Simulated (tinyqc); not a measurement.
From total in-phase swing back to film conductivity kappa_f: the 3-omega method: a line heater on a substrate with a thin film. Computed by tinyqc, a small Python program. Command: `OMP_NUM_THREADS=1 python tinyqc.py 3004597 3004598 out.jsonl threeomega inv`. One thread of a shared host (Intel(R) Xeon(R) Processor @ 2.30GHz), about 0.03 s of CPU time with the checks.

A current at angular frequency omega = 2 pi f heats the line at 2 omega with the amplitude P per length; the temperature swing Delta T at 2 omega gives a voltage at 3 omega. The substrate is taken as semi-infinite and isotropic, and the heat capacity of heater and film is left out.

Inputs (values chosen for the exercise, modelled on a silicon-germanium alloy on silicon):
```
quantity                                    value           unit
substrate conductivity kappa                  141        W/(m K)
substrate heat capacity C                    1.68  1e6 J/(m^3 K)
heater half-width b                           2.1     micrometre
power amplitude per length P                   43            W/m
current frequency f                           550             Hz
film thickness t                              180             nm
interface resistance R_i                      9.1       m^2 K/GW
substrate thickness d_s                       380     micrometre
temperature coefficient of resistance beta    1.9         1e-3/K
voltage amplitude V_1                        0.85              V
```

Method:
- D = kappa/C; q = sqrt(2 i omega/D); penetration depth 1/|q| = sqrt(D/(2 omega)).
- Delta T_s = (P/(pi kappa)) int_0^infinity (sin x/x)^2 / sqrt(x^2 + (q b)^2) dx with (q b)^2 = i |q b|^2, averaged over the heater width (12 Gauss-Legendre points on each of the pieces 0, 14 log-spaced edges from 1e-5 to 1, and multiples of pi to 40 pi; the tail adds 1/(4 (40 pi)^2)).
- For |q| b much below 1: Delta T_s = (P/(pi kappa)) [-ln(|q| b) + eta - i pi/4], eta = 3/2 - C_E = 0.92278, with Euler's C_E = 0.5772157.
- One-dimensional flow across the film: Delta T_f = P (t/kappa_f + R_i)/(2 b); total in-phase swing Delta T = Delta T_s + Delta T_f; third-harmonic amplitude V_3 = V_1 beta |Delta T|/2 with the out-of-phase part included; the apparent film conductivity is t/(t/kappa_f + R_i).

Problem. A run gave the result below. Find the film conductivity kappa_f, known to lie between 3.1 and 6.4 W/(m K).

total in-phase swing = 1.000499 K

Solution.

Each step takes the trial c = (a f_b - b f_a)/(f_b - f_a), f being the result less the target and a, b, c the logarithms of the listed values; c replaces end b, the old b replaces a if the sign of f changed, and otherwise f_a is halved.

Scan of the range:
```
film conductivity kappa_f (W/(m K))  total in-phase swing (K)
3.10                                                  1.16166
3.50                                                  1.09372
3.95                                                  1.03374
4.45                                                  0.98132
5.03                                                  0.93356
5.67                                                  0.89221
6.40                                                  0.85514
```

False position (Illinois rule, in the logarithm of the input) inside the bracket:
```
step    end a    end b    trial  total in-phase swing (K)
1     3.95000  4.45000  4.26008                   0.99978
2     3.95000  4.26008  4.24672                   1.00114
3     4.26008  4.24672  4.25300                   1.00050
4     4.24672  4.25300  4.25300                   1.00050
```

Total in-phase swing falls at every point of a 13-point scan of the range (every second point is shown), so one value fits; it is bracketed by 3.95 and 4.45. Answer: film conductivity kappa_f = 4.253 W/(m K).

Caution: the penetration depth exceeds a fifth of the substrate thickness, so the back face is felt and the semi-infinite formula fails.
